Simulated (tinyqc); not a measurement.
Equilibrium crystal shape, supported particles, Gibbs-Thomson effect and coarsening. From contact angle theta back to work of adhesion W_a. Computed by tinyqc, a small Python program. Command: `OMP_NUM_THREADS=1 python tinyqc.py 3023128 3023129 out.jsonl wulff inv`. One thread of a shared host (Intel(R) Xeon(R) Processor @ 2.30GHz), about 0.3 s of CPU time with the checks.

A cubic crystal bounded by {100}, {110} and {111} facets only.

Inputs (values chosen for the exercise, for a model metal):
```
quantity                         value      unit
lattice constant a                3.21  angstrom
first-neighbour bond energy e1   0.339        eV
second-neighbour bond energy e2  0.045        eV
atoms in the particle N            390         -
```

Surface energies: broken bonds, fcc.

Constants: 1 eV/angstrom^2 = 16.02176634 J/m^2; e = 1.602176634e-19 C.

Method:
- A cut with normal n breaks sum_R |R.n|/(2 Omega) bonds per area (R over all neighbours of a shell) and makes two surfaces: gamma = sum over shells e_s sum_R |R.n|/(4 Omega). fcc: 12 neighbours a/2 (1,1,0), 6 at a (1,0,0), Omega = a^3/4.
- Wulff construction: the facet planes lie at distances lambda gamma from the centre, and the shape is the region inside all of them; V = (1/3) sum of area x distance. gamma_mean = sum A gamma / sum A; shape factor eta = A/V^(2/3) (4.836 for a sphere). lambda follows from V = N Omega.
- Winterbottom: the particle sits on its largest facet family, {111}, with energy gamma_f; the substrate plane cuts the shape at the distance lambda (gamma_f - W_a) below the centre. Height over that of the free particle at the same lambda = (2 gamma_f - W_a)/(2 gamma_f). An isotropic particle with gamma_mean has cos(theta) = W_a/gamma_mean - 1 (Young-Dupre); a film dewets into particles whenever W_a < 2 gamma.

Task: A run gave the result below. Find the work of adhesion W_a, known to lie between 1 and 1.6 J/m^2.

contact angle theta = 112.1741 degrees

Result:

Each step takes the trial c = (a f_b - b f_a)/(f_b - f_a), f being the result less the target and a, b, c the logarithms of the listed values; c replaces end b, the old b replaces a if the sign of f changed, and otherwise f_a is halved.

Scan of the range:
```
work of adhesion W_a (J/m^2)  contact angle theta (degrees)
1.00                                                122.276
1.08                                                119.783
1.17                                                117.051
1.26                                                114.383
1.37                                                111.197
1.48                                                108.078
1.60                                                104.738
```

False position (Illinois rule, in the logarithm of the input) inside the bracket:
```
step    end a    end b    trial  contact angle theta (degrees)
1     1.26000  1.37000  1.33529                        112.195
2     1.37000  1.33529  1.33599                        112.174
3     1.37000  1.33599  1.33601                        112.174
4     1.33599  1.33601  1.33600                        112.174
```

Contact angle theta falls at every point of a 13-point scan of the range (every second point is shown), so one value fits; it is bracketed by 1.26 and 1.37. Answer: work of adhesion W_a = 1.336 J/m^2.

Caution: below a few thousand atoms edges and corners add to the energy and facets hold few atoms.
